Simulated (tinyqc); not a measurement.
Worked calculation: extended Hueckel theory, for H6+. The parameters take no account of the charge, which enters only through the electron count. One step of it, computed by the program tinyqc.

Task: Mulliken analysis. P = C n C^T; charge = valence electrons (H 1) minus the sum of (P S)_ii on the atom; overlap population = 2 sum P_ij S_ij between two atoms.

coefficients, order 1H 1s, 2H 1s, 3H 1s, 4H 1s, 5H 1s, 6H 1s:
$$\begin{pmatrix}
0.199846 & 0.376668 & 0.439496 & -0.614974 & -0.703926 & -0.461148 \\
0.286016 & 0.395213 & 0.227239 & 0.403499 & 0.839448 & 0.757741 \\
0.358122 & 0.124119 & -0.427400 & 0.581834 & -0.278196 & -1.014165 \\
0.358314 & -0.123936 & -0.427059 & -0.581633 & -0.276896 & 1.015159 \\
0.286509 & -0.394606 & 0.227491 & -0.403674 & 0.838145 & -0.759768 \\
0.200204 & -0.376100 & 0.439943 & 0.615317 & -0.702830 & 0.462339
\end{pmatrix}$$

occupations: [2.000000, 2.000000, 1.000000, 0.000000, 0.000000, 0.000000]

overlap S, order 1H 1s, 2H 1s, 3H 1s, 4H 1s, 5H 1s, 6H 1s:
$$\begin{pmatrix}
1.000000 & 0.547171 & 0.097945 & 0.020130 & 0.001962 & 0.000272 \\
0.547171 & 1.000000 & 0.383023 & 0.097945 & 0.011787 & 0.001962 \\
0.097945 & 0.383023 & 1.000000 & 0.547171 & 0.098113 & 0.020168 \\
0.020130 & 0.097945 & 0.547171 & 1.000000 & 0.383546 & 0.098113 \\
0.001962 & 0.011787 & 0.098113 & 0.383546 & 1.000000 & 0.547171 \\
0.000272 & 0.001962 & 0.020168 & 0.098113 & 0.547171 & 1.000000
\end{pmatrix}$$

Give: charges; Overlap populations.

Result:

charges: 1H 0.161, 2H 0.114, 3H 0.225, 4H 0.225, 5H 0.114, 6H 0.162

Overlap populations:
```
pair      value
2-1    0.560213
3-1    0.009560
3-2    0.157684
4-1   -0.005549
4-2    0.001951
4-3    0.446929
5-1   -0.000325
5-2   -0.002271
5-3    0.001967
5-4    0.158005
6-1   -0.000005
6-2   -0.000325
6-3   -0.005566
6-4    0.009579
6-5    0.559894
```
